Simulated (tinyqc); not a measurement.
Numerical transform against the formula: Lorentz oscillators and the Kramers-Kronig relations.

eps(E) = 1 + sum_j S_j/(E0_j^2 - E^2 - i G_j E).

Kramers-Kronig: eps1(E) = 1 + (2/pi) P integral_0^infinity E1 eps2(E1)/(E1^2 - E^2) dE1. Maclaurin rule on the grid E_j = j h, j = 1 .. M: eps1(E_i) = 1 + (4 h/pi) sum over j with j - i odd of E_j eps2(E_j)/(E_j^2 - E_i^2); nothing is added above E_M.

Values chosen for the exercise:
```
symbol  value          unit  meaning
E0      (8.17, 11.67)  eV    resonances
G       (1.84, 3.51)   eV    widths
S       (83.3, 100.3)  eV^2  strengths
h       1              eV    grid step
M       40                   grid points E_j = j h
```

Every third grid point is listed; the error is the transform minus the formula.

Dielectric function:
```
E (eV)   eps2  eps1 formula  eps1 transform   error
2.00    0.118         3.080           2.941  -0.139
5.00    0.558         3.783           4.008   0.225
8.00    5.938         3.228           2.927  -0.301
11.00   2.752         0.537           0.396  -0.142
14.00   0.946        -0.621          -0.559   0.062
17.00   0.274         0.063           0.022  -0.041
20.00   0.122         0.398           0.420   0.022
23.00   0.067         0.576           0.555  -0.021
26.00   0.041         0.683           0.694   0.011
29.00   0.028         0.754           0.740  -0.014
32.00   0.019         0.802           0.807   0.005
35.00   0.014         0.837           0.826  -0.011
38.00   0.011         0.864           0.864   0.000
```

The largest error listed is -0.301 at 8.00 eV. The rule samples every 2h = 2 eV and the narrowest line is 1.84 eV wide, so it is not resolved. The grid ends at 40 eV, where eps2 is still 0.009; the error at the last point listed, nearest the missing tail, is 0.000.

tinyqc: `OMP_NUM_THREADS=1 python tinyqc.py 1681594 1681595 out.jsonl`; about 0.2 s, one thread, shared Intel(R) Xeon(R) Processor @ 2.30GHz.
